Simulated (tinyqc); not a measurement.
Inside a calculation. Model: punch-through p+-n junction, ionisation integral and breakdown.

tinyqc, about 0.09 s, one thread, Intel Xeon 2.30GHz (shared host): `OMP_NUM_THREADS=1 python tinyqc.py 2120136 2120137 out.jsonl` Printed values are rounded.

A p+ layer at x < 0 and an n drift layer from x = 0 to L on an n+ substrate. Depletion approximation, built-in voltage neglected. Local ionisation coefficients alpha_n = an exp(-(bn/E)^mx), alpha_p = ap exp(-(bp/E)^mx). Electrons move towards +x, holes towards x = 0.

Inputs (values chosen for the exercise); material values close to those of 4H silicon carbide:
- eps_r = 9.6 (relative permittivity)
- an = 1.65e8 1/cm (prefactor of the electron ionisation coefficient)
- bn = 3.37e7 V/cm (field constant for electrons)
- ap = 3.29e8 1/cm (prefactor of the hole ionisation coefficient)
- bp = 2.66e7 V/cm (field constant for holes)
- mx = 1 (exponent)
- N = 6.9e16 cm^-3 (donor density of the drift layer)
- L = 0.74 um (thickness of the drift layer)
- V = 162 V (reverse voltage)
- fr = 1 (share of the depleted width that the grid covers)

Constants: q = 1.602176634e-19 C, eps0 = 8.8541878128e-14 F/cm where lengths are in cm. Results are converted to the units shown.

## Field and ionisation coefficients on a grid

W = sqrt(2 eps0 eps_r V/(q N)), peak field E0 = q N W/(eps0 eps_r), falling linearly to 0 at W; if W > L the layer is punched through: W = L, E0 = V/L + q N L/(2 eps0 eps_r), falling linearly to E1 = V/L - q N L/(2 eps0 eps_r). Grid: 11 equal steps from 0 to fr W.

W = 0.74 um

```
point	x (um)	E (kV/cm)	alpha_n (1/cm)	alpha_p (1/cm)
0	0.0000000	2670.407	545.4737	15530.14
1	0.0672727	2582.912	355.7289	11082.43
2	0.1345455	2495.418	225.1364	7723.579
3	0.2018182	2407.924	137.8270	5243.317
4	0.2690909	2320.430	81.31150	3457.071
5	0.3363636	2232.936	46.02663	2206.146
6	0.4036364	2145.442	24.87189	1357.217
7	0.4709091	2057.948	12.75498	801.1693
8	0.5381818	1970.454	6.164450	451.3042
9	0.6054545	1882.960	2.784596	241.0186
10	0.6727273	1795.466	1.164108	121.0825
11	0.7400000	1707.972	0.4450592	56.68680
```

## Ionisation integrals by the trapezoid rule

G(x) = integral from 0 to x of (alpha_n - alpha_p); I_n = integral of alpha_n exp(-G) (electrons injected at x = 0), I_p = integral of alpha_p exp(G(end) - G) (holes injected at the far edge); M = 1/(1 - I). All integrals by the trapezoid rule on the grid.

```
point	G	alpha_n exp(-G) (1/cm)
0	0.0000000	545.4737
1	-0.0864837	387.8632
2	-0.1477865	260.9929
3	-0.1901815	166.6976
4	-0.2187093	101.1897
5	-0.2373300	58.3553
6	-0.2490774	31.9067
7	-0.2562109	16.4798
8	-0.2603601	7.9977
9	-0.2626587	3.6210
10	-0.2638634	1.5156
11	-0.2644559	0.5798
```

I_n = 0.008810347
I_p = 0.2381279
M_n = 1.008889
M_p = 1.312556

A grid of 1500 steps over the whole width gives I_n = 0.008706 and I_p = 0.2370; the coarse I_n is 1.2 % above and the coarse I_p 0.47 % above those values. Holes multiply more: on this coarse grid M - 1 is 35.2 times as large for them.

## Breakdown voltage by secant steps

G(x) = integral from 0 to x of (alpha_n - alpha_p); I_n = integral of alpha_n exp(-G) (electrons injected at x = 0), I_p = integral of alpha_p exp(G(end) - G) (holes injected at the far edge); M = 1/(1 - I). Secant steps on ln I_n(V) = 0 with the integrals on a fine grid (1500 steps), from the points V = 182 and 208 V; stop when the step is below 1e-7 of V.

Course of the iteration:
```
step	V (V)	I_n	change of V (V)
1	208	0.4631475	8.39
2	216.3898	1.279706	-2.04
3	214.3539	0.9827407	0.134
4	214.4881	0.9996273	2.94e-3
5	214.4911	1.000001	-4.52e-6
```

Breakdown at 214.49 V, with a peak field of 3380 kV/cm and W = 0.7400 um. The integral for holes reaches 1 at the same voltage.
